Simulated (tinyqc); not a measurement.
Trap density and grain size from the barrier.

Question. With all traps filled Vb = q Qt^2/(8 eps0 eps_r N), and in that limit the barrier is largest at N* = Qt/Lg. Find Qt, Lg and the depleted width Qt/N.

Values chosen for this exercise: relative permittivity of the semiconductor eps_r = 11.7.

Constants: q = 1.602176634e-19 C, eps0 = 8.8541878128e-14 F/cm where lengths are in cm. Results are converted to the units shown.

barrier at N = 1.9e17 cm^-3 = 0.63593427 V
doping of the largest barrier = 6.25e16 cm^-3

Answer. The barrier gives Qt, and N* then gives Lg.

Qt = 2.50e12 cm^-2
Lg = 400 nm
depleted width = 132 nm

tinyqc, about 0.01 s, one thread, Intel Xeon 2.30GHz (shared host): `OMP_NUM_THREADS=1 python tinyqc.py 2610009 2610010 out.jsonl`
